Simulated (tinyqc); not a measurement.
Worked calculation: velocity overshoot from momentum and energy balance equations after a field step. Computed by tinyqc, a small Python program that keeps every step. Command: `OMP_NUM_THREADS=1 python tinyqc.py 3028142 3028143 out.jsonl overshoot walk`. One thread of a shared host (Intel(R) Xeon(R) Processor @ 2.30GHz), about 0.03 s of CPU time with the checks. Intermediate numbers are printed to about 6 digits and carried at full precision; extremes and crossings named in words are read from the listed rows.

At t = 0 the field jumps from 0 to F in a uniform sample. v is the drift velocity and u = w - (3/2) k_B T the excess energy per carrier.

Inputs (values chosen for the exercise, modelled on electrons in GaN except for tau_E): effective mass m = 0.2 m_0; low-field mobility mu_0 = 1300 cm^2/(V s); saturation velocity v_s = 2.1 1e7 cm/s; energy relaxation time tau_E = 0.21 ps; field after the step F = 150 kV/cm; lattice temperature T = 300 K; time step dt = 48 fs.

Scheme: explicit Euler.

Constants: m_0 = 9.1093837015e-31 kg; e = 1.602176634e-19 C; k_B = 8.617333262e-05 eV/K.

## Constants and steady state

dv/dt = e F/m - v/tau_m(u), du/dt = e F v - u/tau_E, tau_m(u) = tau_0/(1 + c u), tau_0 = m mu_0/e, c = mu_0/(e tau_E v_s^2); this choice gives the steady state v (1 + mu_0 F v/v_s^2) = mu_0 F, which saturates at v_s. Steady velocity v = 2 mu_0 F/(1 + sqrt(1 + 4 (mu_0 F/v_s)^2)); u = e F v tau_E; carrier temperature T + 2u/(3 k_B), neglecting the drift energy m v^2/2.

tau_0 = 147.826 fs

c = 14.0374 1/eV

acceleration e F/m = 0.131912 1e7 cm/s per fs

steady velocity = 1.98997 1e7 cm/s

steady excess energy = 0.626839 eV

steady carrier temperature = 5149.44 K

tau_E/tau_0 = 1.42, and in the steady state tau_m has shrunk to 15.1 fs. Caution: the excess energy exceeds 0.5 eV, where non-parabolicity, upper valleys and impact ionisation matter.

## First four steps

dv/dt = e F/m - v/tau_m(u), du/dt = e F v - u/tau_E, tau_m(u) = tau_0/(1 + c u), tau_0 = m mu_0/e, c = mu_0/(e tau_E v_s^2); this choice gives the steady state v (1 + mu_0 F v/v_s^2) = mu_0 F, which saturates at v_s. Step: v_new = v + dt (e F/m - v/tau_m(u)), u_new = u + dt (e F v - u/tau_E). Start v = u = 0; the distance adds dt (v + v_new)/2.

Steps:
```
step  t (fs)  v (1e7 cm/s)   u (eV)  tau_m (fs)
1         48        6.3318  0.00000     147.826
2         96       10.6076  0.45589      19.978
3        144       -8.5468  1.11543       8.874
4        192       44.0131  0.24510      33.290
```

After the first step u is still 0, below the drift energy m v^2/2, because the explicit scheme uses the old v: an error of the finite time step.

## The whole transient

Run to 8 times the larger of tau_E and tau_0, but at most 20001 steps, and stop early if |v| > 1000 v_s or u < -1/(2c); the run is accepted if the last v is within 0.5 % of the steady value.

Selected steps, the peak among them:
```
step  t (fs)  v (1e7 cm/s)        u (eV)  distance (nm)
1         48   6.33175e+00             0    1.51962e+01
2         96   1.06076e+01   4.55886e-01    5.58505e+01
3        144  -8.54678e+00   1.11543e+00    6.07964e+01
4        192   4.40131e+01   2.45104e-01    1.45915e+02
5        240  -1.31172e+01   3.35802e+00    2.20066e+02
6        288   1.98244e+02   1.64604e+00    6.64369e+02
8        384   9.45374e+04  -8.50039e+01    2.21564e+05
```

peak velocity = 94537.4 1e7 cm/s

time of the peak = 384 fs

distance at the peak = 221564 nm

last relative deviation from the steady velocity = 47506.1

peak over steady velocity = 47507.1

The run fails. Linearised at the steady state the two equations have the rates -0.0613 and -0.0098 per fs; the explicit step is stable only for dt < 2 |Re|/|rate|^2 = 32.6 fs, against dt = 48 fs.

Reruns converge with time step dt = 4.8; or with scheme = implicit in the damping.
